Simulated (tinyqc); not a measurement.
The window in starting coverage: bottom-up copper filling of a trench by curvature-enhanced accelerator coverage. Computed by tinyqc, a small Python program. Command: `OMP_NUM_THREADS=1 python tinyqc.py 3004748 3004749 out.jsonl superfill walk`. One thread of a shared host (Intel(R) Xeon(R) Processor @ 2.30GHz), about 0.05 s of CPU time with the checks.

A rectangular trench keeps vertical walls and a flat floor. An accelerator floats on the surface; where area is lost in the corners it is passed on to the floor.

Inputs (values chosen for the exercise, close to those used for damascene copper plating): trench width w = 380 nm; aspect ratio h/w = 2.4; exchange current of the suppressed surface i_0 = 0.012 mA/cm^2; exchange current of the accelerated surface i_1 = 1.4 mA/cm^2; transfer coefficient alpha = 0.52; overpotential eta = 0.091 V; adsorption rate k_a = 0 1/s; cupric ion concentration C = 0.66 mol/l; diffusivity D = 4e-06 cm^2/s; boundary layer delta = 39 um; temperature T = 298 K.

Constants: e = 1.602176634e-19 C; N_A = 6.02214076e+23 1/mol; k_B = 8.617333262e-05 eV/K.

Method. Kinetic current i_k = [i_0 (1 - theta) + i_1 theta] exp(alpha eta/(k_B T)), limit i_L = 2 F D C/delta, i = 1/(1/i_k + 1/i_L); velocity v = i Omega/(2F), Omega = 7.11 cm^3/mol, F = e N_A. Depletion inside the trench is ignored. Half width x, floor height y, depth h = aspect ratio x w. dx/dt = -v_s, dy/dt = v_b. d theta_b/dt = k_a (1 - theta_b) + [theta_s v_b + theta_b v_s]/x: the floor takes the accelerator of the wall it covers and keeps its own as it narrows. d theta_s/dt = k_a (1 - theta_s). theta_b is capped at 1. Integrate (tolerance 1e-9) until the walls meet (x = 0.02 w/2) or the floor passes the original mouth y = h. Start: x = w/2, y = 0, theta_b = theta_s = theta_0. Height filled = y/h, opening left = x/(w/2).

Outcome:
```
theta_0  v(1)/v(theta_0)  height filled  opening left  time (s)
0.001             98.007         0.3541      0.020000    5982.6
0.003             81.186         0.6890      0.020000    4955.8
0.010             50.731         1.0000      0.058922    2973.7
0.020             33.043         1.0000      0.096390    1859.8
0.050             16.172         1.0000      0.097052     909.6
0.100              8.759         0.9430      0.020000     534.7
0.200              4.591         0.6517      0.020000     280.3
0.400              2.375         0.4206      0.020000     145.0
0.800              1.232         0.2488      0.020000      75.2
```

The fill succeeds for theta_0 from 0.01 to 0.05 among these rows, with the widest margin at 0.05. Too little accelerator takes too long to concentrate. Too much speeds the walls as well and removes the contrast.
